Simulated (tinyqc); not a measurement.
Holstein polaron on two sites: one step, computed by the program tinyqc. Command: `OMP_NUM_THREADS=1 python tinyqc.py 3008564 3008565 out.jsonl holstein walk`. One thread of a shared host (Intel(R) Xeon(R) Processor @ 2.30GHz), about 0.01 s of CPU time with the checks.

One electron on sites 1 and 2: H = -t (c1+ c2 + c2+ c1) + hbar omega sum_i b_i+ b_i - g hbar omega sum_i n_i (b_i + b_i+). The symmetric phonon shifts the energy by -g^2 hbar omega/2 and drops out; with b = (b_1 - b_2)/sqrt(2) there remains H = -t sigma_x + hbar omega b+ b - (g hbar omega/sqrt(2)) sigma_z (b + b+). Parity splits it into blocks p = +1 and -1 over phonon numbers n. Zero-point energies are left out. Weights Z refer to mode b alone; the displaced symmetric mode multiplies the full zero-phonon weight by exp(-g^2/2).

Task: Levels in the small basis. Diagonalise H; the eigenvector has its largest component positive; Z is the weight of n = 0.

H, even block (meV), lower triangle (symmetric):
```
          1         2          3         4
1  -86.4568
2  -58.4890   53.3432
3    0.0000  -82.7160    49.1432
4    0.0000    0.0000  -101.3060  188.9432
```

Give: levels; lowest eigenvector; Z in the small basis.

Result:

levels (meV): -115.7  -38.2  107.9  251.0

lowest eigenvector: 0.8572  0.4289  0.2704  0.0899

Z in the small basis = 0.7348
